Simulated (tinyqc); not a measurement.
Schottky barrier on an n-type semiconductor, non-linear Poisson equation by Newton steps: one step of the calculation.

One dimension, metal at x = 0, donor density C(x) = Nd, uniform. Energies are counted from the electron Fermi level of the semiconductor and the conduction-band edge is Ec = -psi, so n = Nc exp(psi/Vt); holes follow the Fermi level of the metal, at -V, so p = Nv exp((V - psi - Eg)/Vt). Ends: psi(0) = V - phiB and psi = Vt ln(Nd/Nc) deep inside. Boltzmann statistics, full ionisation, no current, no image force in the Poisson equation.

Question. End potentials, built-in voltage, Debye length. psi_0 = V - phiB, psi_b = Vt ln(Nd/Nc), Vbi = phiB - Vt ln(Nc/Nd), LD = sqrt(eps0 eps_r Vt/(q Nd)), W = sqrt(2 eps0 eps_r (Vbi - V)/(q Nd)), hole density at the metal p_0 = Nv exp((phiB - Eg)/Vt).

Parameters, values chosen for the exercise; band and dielectric values close to those of silicon:
- T = 325 K (temperature)
- Eg = 1.12 eV (band gap)
- eps_r = 11.7 (relative permittivity)
- Nc = 3.13e19 cm^-3 (conduction-band density of states at T)
- Nv = 3e19 cm^-3 (valence-band density of states at T)
- Nd = 4e16 cm^-3 (donor density deep in the semiconductor)
- phiB = 0.56 eV (barrier height)
- V = 0 V (bias of the metal against the semiconductor)

Constants: q = 1.602176634e-19 C, kB = 1.380649e-23 J/K, Vt = kB T/q, eps0 = 8.8541878128e-14 F/cm where lengths are in cm. Results are converted to the units shown.

Wanted: psi_0; psi_b; Vbi; LD; W for uniform Nd; p_0.

Answer.

psi_0 = -0.5600 V
psi_b = -0.1866 V
Vbi = 0.3734 V
LD = 21.28 nm
W for uniform Nd = 109.9 nm
p_0 = 6.211e10 cm^-3

The hole density at the metal is 1.6e-6 times Nd, so holes hardly matter.

Numbers from tinyqc (`OMP_NUM_THREADS=1 python tinyqc.py 2020060 2020061 out.jsonl`; about 0.05 s on one thread of a shared Intel Xeon 2.30GHz).
